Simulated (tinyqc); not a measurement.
Choice of the trial bonds: Wannier functions of a composite (isolated) pair of valence bands (bonds of an sp chain).

Each atom has a hybrid pointing left (<) and right (>). H(k): diagonal +V3 on A, -V3 on B; <A<|A>> = -V1a, <B<|B>> = -V1b, <A>|B<> = -V2, <B>|A<> = -V2p exp(ik); k in 1/a, Bloch sums with exp(ikR). The two lowest bands are filled. Trial functions in cell 0: g1 = cos(c) A> + sin(c) B<, and g2 = sin(c) B> + cos(c) A< of cell 1, whose Bloch vector has cos(c) exp(-ik) on A<. Projection A_mn = <psi_m|g_n>, S = A^+ A, Loewdin U = A S^(-1/2), Bloch-like states w_n = sum_m psi_m U_mn, H_W(k) = U^+ diag(E) U. P = sum_m |psi_m><psi_m| is free of phase choices, and S = g^+ P g, w = P g S^(-1/2).

Values chosen for the exercise:
- V2 = 3.42 eV (coupling in the bond A-B inside the cell)
- V2p = 3.35 eV (coupling in the bond to the next cell)
- V1a = 1.31 eV (coupling of the two hybrids on A)
- V1b = 0.69 eV (the same on B)
- V3 = 0 eV (A at +V3, B at -V3)
- xb = 0.5 a (position of B (A at 0))

N = 12; centres and spreads in real space with point-like hybrids at R and R + xb; smallest eigenvalue of S over the mesh.

Trial angle:

| c (deg) | smallest S | centre 1 (a) | centre 2 (a) | sum of centres | total spread (a^2) | H_12(R = 0), mean over k (eV) |
|---|---|---|---|---|---|---|
| 15 | 0.617 | 0.2467 | 0.7533 | 1.0000 | 0.1314 | -0.3458 |
| 30 | 0.844 | 0.2467 | 0.7533 | 1.0000 | 0.1313 | -0.3419 |
| 45 | 0.978 | 0.2467 | 0.7533 | 1.0000 | 0.1313 | -0.3385 |
| 55 | 0.902 | 0.2467 | 0.7533 | 1.0000 | 0.1313 | -0.3362 |
| 65 | 0.776 | 0.2467 | 0.7533 | 1.0000 | 0.1314 | -0.3338 |
| 85 | 0.444 | 0.2467 | 0.7533 | 1.0000 | 0.1316 | -0.3276 |

Give the missing row, c (deg) = 75.

Computed row:
```
c (deg)  smallest S  centre 1 (a)  centre 2 (a)  sum of centres  total spread (a^2)  H_12(R = 0), mean over k (eV)
75            0.617        0.2467        0.7533          1.0000              0.1315                        -0.3310
```

The sum of the centres stays at 1.0000 a within 0.0000: it gives the electronic polarisation, modulo a, and is fixed by the filled space. Single centres move by less than 0.0001 a here and H_12(0), a matter of gauge, moves by 18 meV. The total spread runs only from 0.1313 to 0.1316 a^2, so the orthogonalisation repairs even poor trials; the projection is best at c = 45 degrees among these rows, and the two bonds, isolated, have c = 45 and 45.

(tinyqc, `OMP_NUM_THREADS=1 python tinyqc.py 1452243 1452244 out.jsonl`, Intel(R) Xeon(R) Processor @ 2.30GHz, 1 thread, shared host, about 0.2 s.)
